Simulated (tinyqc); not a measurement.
## Permittivity of the insulator from five potentials

Problem. A node lies on a semiconductor-insulator interface. Steps: hs = tb/3 down into the semiconductor, ho = tox/2 up into the insulator, hy = L/7 sideways. The flux balance of its box reads eox (hy/ho)(above - node) + eps_r (hy/hs)(below - node) + [(eps_r hs + eox ho)/(2 hy)](left + right - 2 node) - q Na (hs/2) hy/eps0 = 0. Find eox.

Values chosen for this exercise; semiconductor permittivity close to that of In0.53Ga0.47As:
```
symbol  value   unit                                     meaning
eps_r    14.1         relative permittivity of the semiconductor
tb          6     nm                     half the body thickness
tox       1.5     nm                         insulator thickness
L          35     nm                              channel length
Na          0  cm^-3       acceptor density of the depleted body
```

Constants: q = 1.602176634e-19 C, eps0 = 8.8541878128e-14 F/cm where lengths are in cm. Results are converted to the units shown.

psi (V): node -0.17076723, above -0.20009024, below -0.13410014, left -0.18247211, right -0.10772905

Solution. The balance is linear in eox.

eox = 7.50

tinyqc, about 0.09 s, one thread, Intel Xeon 2.30GHz (shared host): `OMP_NUM_THREADS=1 python tinyqc.py 2480037 2480038 out.jsonl`
